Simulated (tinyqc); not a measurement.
From results back to parameters: deformation-potential model of the Delta valleys of a conduction band. Four cases, with inputs chosen for the exercise.

Problem. A uniaxial tension X1 along [100] acts on valleys along x, y, z, with shifts dE = Xd tr(e) + Xu a.e.a and Boltzmann shares. The ratio of the share of the y valleys to that of the x valleys is given.

s11 = (C11 + C12)/((C11 - C12)(C11 + 2 C12)), s12 = -C12/((C11 - C12)(C11 + 2 C12)), s44 = 1/C44; exx = s11 sxx + s12 (syy + szz) and cyclic, exy = s44 sxy/2; tension is positive. A uniaxial stress X along the unit vector n is s_ij = X n_i n_j.

Constants: kB = 8.617333262e-05 eV/K.

Case 1.

Values chosen (near those of Si; shifted at random, so the results belong to these values and not to a real crystal): C11 = 175.7 GPa; C12 = 65.5 GPa; C44 = 75.3 GPa; X1 = 1.4 GPa (size of the stress); T = 150 K (temperature).

n_y/n_x = 9794.172

Case 2.

Values chosen (near those of Si; shifted at random, so the results belong to these values and not to a real crystal): C11 = 169.7 GPa; C12 = 63 GPa; C44 = 81.6 GPa; X1 = 1.5 GPa (size of the stress); T = 400 K (temperature).

n_y/n_x = 34.75216

Case 3.

Values chosen (near those of Si; shifted at random, so the results belong to these values and not to a real crystal): C11 = 159 GPa; C12 = 61.1 GPa; C44 = 80.6 GPa; X1 = 0.9 GPa (size of the stress); T = 200 K (temperature).

n_y/n_x = 180.4336

Case 4.

Values chosen (near those of Si; shifted at random, so the results belong to these values and not to a real crystal): C11 = 168.1 GPa; C12 = 65 GPa; C44 = 77.7 GPa; X1 = 1.3 GPa (size of the stress); T = 300 K (temperature).

n_y/n_x = 92.86318

Find: splitting dE_x - dE_y; Xu.

Solution. The splitting is kT ln(n_y/n_x), and it equals Xu (exx - eyy) = Xu (s11 - s12) X1; Xd drops out.

Case 1.

splitting dE_x - dE_y = 118.78 meV
Xu = 9.35 eV

Case 2.

splitting dE_x - dE_y = 122.31 meV
Xu = 8.70 eV

Case 3.

splitting dE_x - dE_y = 89.54 meV
Xu = 9.74 eV

Case 4.

splitting dE_x - dE_y = 117.14 meV
Xu = 9.29 eV

Computed by tinyqc, one run a case: `OMP_NUM_THREADS=1 python tinyqc.py N N+1 out.jsonl` with N = 1050042, 1050098, 1050234, 1050276; one thread of a shared Intel(R) Xeon(R) Processor @ 2.30GHz, about 0.03 s a run at most.
